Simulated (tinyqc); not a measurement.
Wider gaps pin less: metal-induced gap states at the contact of a metal chain and a two-band chain.

The semiconductor alternates sites A at -Eg/2 and C at +Eg/2 with hopping -t; the gap runs from -Eg/2 to Eg/2. In the gap cosh(q a) = 1 + (Eg^2/4 - E^2)/(2 t^2) and the amplitude changes by -exp(-q a) a period. The metal has site energy 0 and hopping -tm; its end site has g_m = (E - i sqrt(4 tm^2 - E^2))/(2 tm^2). Sites 1, 2, ... count into the semiconductor, with energies e1, e2 alternating. The clean half chain has g1 = 1/(E - e1 - t^2 g2), g2 = 1/(E - e2 - t^2 g1), decaying root. With the contact G11 = 1/(1/g1 - tc^2 g_m), and the density on site j is -Im G_jj/pi = |psi_j/psi_1|^2 (-Im G11/pi), per spin, with psi_2/psi_1 = -t g2, psi_3/psi_2 = -t g1.

Constants: e^2/(4 pi eps0) = 14.39964547 eV angstrom.

Inputs chosen for the exercise (gap and optical dielectric constant near those of HfO2; the chain itself is a model; the results hold for these values, not for the real material): Eg = 5.98 eV (gap); t = 2.63 eV (hopping in the semiconductor); tm = 2.73 eV (hopping in the metal); tc = 2.07 eV (hopping across the contact); end = A (site that touches the metal); a = 3.6 angstrom (period (two sites); one chain for each area a^2); eps = 4 (dielectric constant).

E = 0; Eg is varied and eps follows 1 + (eps0 - 1)(Eg0/Eg), with the given Eg and eps as Eg0 and eps0. xi = 1/(2q), N = 2 (summed density)/a^2, S = 1/(1 + 4 pi e^2 N xi/eps).

Against the gap:

| Eg (eV) | eps | xi (angstrom) | summed density (1/eV) | S | S at fixed eps |
|---|---|---|---|---|---|
| 0.50 | 36.88 | 18.94 | 0.5473 | 0.113 | 0.014 |
| 0.75 | 24.92 | 12.63 | 0.3604 | 0.164 | 0.030 |
| 1.10 | 17.31 | 8.62 | 0.2414 | 0.229 | 0.064 |
| 1.50 | 12.96 | 6.33 | 0.1733 | 0.297 | 0.115 |
| 2.30 | 8.80 | 4.15 | 0.1080 | 0.413 | 0.242 |
| 3.40 | 6.28 | 2.83 | 0.0684 | 0.537 | 0.425 |
| 5.50 | 4.26 | 1.79 | 0.0370 | 0.697 | 0.683 |
| 9.00 | 2.99 | 1.16 | 0.0181 | 0.836 | 0.872 |

From Eg = 0.5 to 9 eV xi falls by a factor 16.3 and the summed density by 30.3, so at fixed eps S rises from 0.01 to 0.87. The weaker screening of wide-gap solids works against this: with it S goes from 0.11 to 0.84.

Run: tinyqc, `OMP_NUM_THREADS=1 python tinyqc.py 1450865 1450866 out.jsonl`; Intel(R) Xeon(R) Processor @ 2.30GHz, one thread, shared host; about 0.01 s of CPU time with all checks.
